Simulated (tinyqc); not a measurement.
# Planar ballistic transistor, top-of-the-barrier model: effects of single changes

At the top of the source barrier, states moving towards the drain are filled by the source (Fermi level 0) and states moving back by the drain (Fermi level -q Vd); nothing scatters. U is the shift of the band edge there, set by the capacitances CG, CD and CS (the total) and by the charge. Parabolic two-dimensional band; the source is grounded.

Values chosen for this exercise; mass and valleys made up: temperature T = 300 K; effective mass m = 0.0975 m0; valley degeneracy gv = 1; relative permittivity of the gate insulator eox = 7.5; insulator thickness tox = 3 nm; gate control CG/CS aG = 0.83; drain control CD/CS aD = 0.044; band edge at the barrier top above the source Fermi level at zero bias E0 = 0.28 eV; drain voltage Vd = 0.1 V.

Constants: q = 1.602176634e-19 C, kB = 1.380649e-23 J/K, hbar = 1.054571817e-34 J s, m0 = 9.1093837015e-31 kg, Vt = kB T/q, eps0 = 8.8541878128e-14 F/cm where lengths are in cm. Results are converted to the units shown.

Each table varies one quantity; the others keep the values above.

## Transfer curve

N0 = gv m kB T/(pi hbar^2), CG = eps0 eox/tox, vT = sqrt(2 kB T/(pi m)), CS = CG/aG, n0 = n at U = 0 and Vd = 0. eta1 = -(E0 + U)/Vt, eta2 = eta1 - Vd/Vt, n = (N0/2)[F_0(eta1) + F_0(eta2)], F_0(x) = ln(1 + exp x). U = UL + q (n - n0)/CS with UL = -(aG Vg + aD Vd), energies in eV. I = q (N0/2) vT [F_(1/2)(eta1) - F_(1/2)(eta2)] per width, F_(1/2)(x) = (2/sqrt(pi)) int_0^infinity u^(1/2)/(1 + exp(u - x)) du. CQ = (q/Vt) dn/d(eta1).

Results:
```
Vg (V),eta1,n (cm^-2),I (uA/um),mean velocity I/(q n) (cm/s),CQ/CS
0,-10.661,1.2603e7,0.0033368,1.6525e7,2.9287e-5
0.15,-5.8484,1.5482e9,0.41005,1.6531e7,0.0035927
0.23,-3.3206,1.9083e10,5.0755,1.6601e7,0.043583
0.3,-1.3242,1.2709e11,34.668,1.7025e7,0.26382
0.38,0.39154,4.9403e11,145.57,1.8392e7,0.76663
0.45,1.5454,9.6459e11,306.27,1.9817e7,1.1176
0.53,2.6759,1.5834e12,527.66,2.0800e7,1.4295
0.6,3.5523,2.1734e12,722.63,2.0753e7,1.7052
```

Estimate the missing row, Vg = 0.08 V.

Computed row:
```
Vg (V),eta1,n (cm^-2),I (uA/um),mean velocity I/(q n) (cm/s),CQ/CS
0.08,-8.0926,1.6434e8,0.043511,1.6526e7,3.8183e-4
```

With this row back in the table: The current rises from 0.00334 to 723 uA/um. Between the first two rows the swing is 71.7 mV a decade, against Vt ln 10/aG = 71.7. CQ/CS goes from 2.9e-5 to 1.7, so a volt on the gate moves the band edge by 0.83 eV in the first row and 0.31 eV in the last. The mean velocity goes from 1.653e7 through a maximum of 2.080e7 (at Vg = 0.53 V among the rows listed) to 2.075e7 cm/s.

## Output curve

Same model as above.

CQ = (q/Vt) dn/d(eta1).

In this table Vg = 0.4 V.

Output curve:
```
Vd (V),eta1,n (cm^-2),I (uA/um),mean velocity I/(q n) (cm/s),CQ/CS
0.01,0.2504,7.652e11,35.27,2.877e6,1.258
0.025,0.3942,7.143e11,81.00,7.078e6,1.172
0.05,0.5712,6.564e11,136.7,1.300e7,1.031
0.1,0.7436,6.189e11,186.6,1.881e7,0.8807
0.15,0.8140,6.252e11,201.4,2.010e7,0.8560
0.2,0.8636,6.404e11,209.1,2.038e7,0.8618
0.3,0.9552,6.743e11,222.4,2.058e7,0.8835
0.4,1.045,7.088e11,235.8,2.076e7,0.9051
0.6,1.222,7.792e11,263.7,2.112e7,0.9450
0.8,1.395,8.511e11,293.1,2.149e7,0.9805
```

The current rises from 35.3 to 293 uA/um; n goes from 7.65e11 through a minimum of 6.19e11 (at Vd = 0.1 V among the rows listed) to 8.51e11 cm^-2 and eta1 rises from 0.250 to 1.40. The resistance in the first row is 283 ohm um, though nothing scatters in the channel. The current passes 90 % of its last value at Vd = 0.8 V among the rows, where eta2 = -30; returning states are gone from Vd = 0.3 V on (eta2 < -7), and from there the drain control aD lifts eta1 from 0.955 to 1.40.

## Effect of the effective mass

Same model as above.

CQ = (q/Vt) dn/d(eta1). E0 is held fixed.

In this table Vg = 0.4 V, Vd = 0.4 V.

Results:
```
m (m0),eta1,n (cm^-2),I (uA/um),mean velocity I/(q n) (cm/s),CQ/CS
0.02,2.130,2.421e11,198.6,5.120e7,0.2243
0.05,1.582,4.776e11,234.1,3.059e7,0.5204
0.08,1.213,6.365e11,237.6,2.330e7,0.7738
0.13,0.7915,8.180e11,230.1,1.756e7,1.123
0.2,0.4004,9.863e11,216.3,1.369e7,1.503
0.32,-0.03034,1.172e12,196.7,1.048e7,1.977
0.5,-0.4361,1.346e12,176.3,8.174e6,2.464
0.8,-0.8574,1.528e12,155.0,6.331e6,2.990
```

Estimate the missing row, m = 0.032 m0.

Computed row:
```
m (m0),eta1,n (cm^-2),I (uA/um),mean velocity I/(q n) (cm/s),CQ/CS
0.032,1.880,3.494e11,220.8,3.943e7,0.3484
```

With this row back in the table: As m goes from 0.02 to 0.8 m0, n rises from 2.42e11 to 1.53e12 cm^-2, the mean velocity falls from 5.12e7 to 6.33e6 cm/s and the current goes from 199 through a maximum of 238 (at m = 0.08 m0 among the rows listed) to 155 uA/um. CQ/CS goes from 0.22 to 3.0. A light mass gives fast carriers but too few states, a heavy one charge but slow carriers, hence the maximum between.

Computed by the program tinyqc: `OMP_NUM_THREADS=1 python tinyqc.py 2400053 2400054 out.jsonl`, one thread of a shared Intel Xeon 2.30GHz, about 0.01 s for the whole run.
